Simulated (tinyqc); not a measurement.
From one set of inputs to another, one input at a time: equation-of-state fits to an energy-volume table made by a known binding curve. Computed by tinyqc, a small Python program. Command: `OMP_NUM_THREADS=1 python tinyqc.py 3021330 3021331 out.jsonl eosfit ladder`. One thread of a shared host (Intel(R) Xeon(R) Processor @ 2.30GHz), about 0.05 s of CPU time with the checks.

With x = (V/V_0)^(1/3), the energy per atom is E = D [exp(-2 eta (x - 1)) - 2 exp(-eta (x - 1))], so that B0 = 2 D eta^2/(9 V_0) and B' = 1 + eta. B' = dB/dP at P = 0.

The inputs printed are set A. Inputs not listed in the table keep their values of set A, so the rows need not describe a real material.

Inputs (values chosen for the exercise, for a model crystal):
```
quantity                                 value             unit
cohesive energy D                          6.9          eV/atom
true volume V_0                           37.1  angstrom^3/atom
stiffness eta                             4.14                -
compression V/V_0 for the pressure test   0.85                -
```

Binding curve: Morse. Noise: none.

Constants: 1 eV/angstrom^3 = 160.2176634 GPa.

Method. B0 and B' from the formulas above; P = -dE/dV at V = c V_0 (c the compression chosen), from the curve itself.

Each row keeps all changes above it:
```
input moved                        from    to  exact B0 (GPa)  exact B'  exact pressure at c V_0 (GPa)
set A                                 -     -           113.5      5.14                          27.82
stiffness eta                      4.14  3.12            64.5      4.12                          14.56
cohesive energy D (eV/atom)         6.9  4.86            45.4      4.12                          10.26
true volume V_0 (angstrom^3/atom)  37.1  36.5            46.1      4.12                          10.42
```

Where does the difference come from?

Exact B0 goes from 113 to 46.1, a factor 0.407 in all. The largest single move comes from stiffness eta (a factor 0.568). Exact B' goes from 5.14 to 4.12, a factor 0.802 in all. The largest single move comes from stiffness eta (a factor 0.802). Exact pressure at c V_0 goes from 27.8 to 10.4, a factor 0.375 in all. The largest single move comes from stiffness eta (a factor 0.523). The single moves hold for this order of the switches; the total does not depend on the order.

Extremes, crossings and ranges named in words are read from the listed rows.
